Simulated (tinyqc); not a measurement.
Haynes-Shockley experiment: drift, diffusion and decay of a minority-carrier pulse. From one set of inputs to another, one input at a time. Computed by tinyqc, a small Python program. Command: `OMP_NUM_THREADS=1 python tinyqc.py 3114197 3114198 out.jsonl haynes ladder`. One thread of a shared host (Intel(R) Xeon(R) Processor @ 2.30GHz), about 0.01 s of CPU time with the checks.

A thin sheet of excess carriers is made at x = 0, t = 0 in a long uniform bar; injection is low, so the pulse moves with the minority mobility.

The inputs printed are set A. Set A is modelled on electrons in p-type silicon in a lightly doped bar; the values taken over come from a set modelled on holes in n-type germanium in a lightly doped bar. Inputs not listed in the table keep their values of set A, so the rows need not describe a real material.

Inputs (values chosen for the exercise, modelled on electrons in p-type silicon in a lightly doped bar): minority mobility mu = 1300 cm^2/(V s); lifetime tau = 82 microsecond; temperature T = 250 K; field F = 13 V/cm; distance d to the collector = 0.51 cm; injected sheet density N0 = 8.6e+09 1/cm^2.

Constants: k_B = 8.617333262e-05 eV/K.

Method:
- D = mu k_B T/e, v = mu F.
- Transit time d/v, diffusion length sqrt(D tau), drift length v tau, Peclet number v d/D = e F d/(k_B T).
- dn(x, t) = N0/sqrt(4 pi D t) exp(-(x - v t)^2/(4 D t) - t/tau).
- At fixed x the signal peaks where d ln(dn)/dt = 0: a t^2 + t/2 - x^2/(4 D) = 0 with a = v^2/(4 D) + 1/tau.
- The full width at half maximum is found by solving dn(x, t) = peak/2 on both sides of the peak.
- With w the full width at half maximum: mu = d/(F t_p); D = (w d)^2/(16 ln2 t_p^3); Einstein ratio D/mu against k_B T/e.

Each row keeps all changes above it:
```
input moved                               from       to  peak density (1/cm^3)  width at half maximum (microsecond)  apparent mobility (cm^2/(V s))
set A                                        -        -             5.7897e+10                                5.696                          1307.3
distance d to the collector (cm)          0.51     0.88             3.3747e+10                                7.489                          1305.6
field F (V/cm)                              13      5.5             9.3749e+09                               26.733                          1323.1
minority mobility mu (cm^2/(V s))         1300     1880             1.4790e+10                               18.597                          1905.7
lifetime tau (microsecond)                  82       29             2.3114e+09                               18.149                          1936.9
injected sheet density N0 (1/cm^2)  8600000000  1.4e+10             3.7628e+09                               18.149                          1936.9
```

Which inputs carry the difference?

Peak density goes from 5.79e10 to 3.76e9, a factor 0.0650 in all. The largest single move comes from lifetime tau (a factor 0.156), and injected sheet density N0 works against it (a factor 1.63). Width at half maximum goes from 5.70 to 18.1, a factor 3.19 in all. The largest single move comes from field F (a factor 3.57), and minority mobility mu works against it (a factor 0.696). Apparent mobility goes from 1310 to 1940, a factor 1.48 in all. The largest single move comes from minority mobility mu (a factor 1.44). The single moves hold for this order of the switches; the total does not depend on the order.

Extremes, crossings and ranges named in words are read from the listed rows.
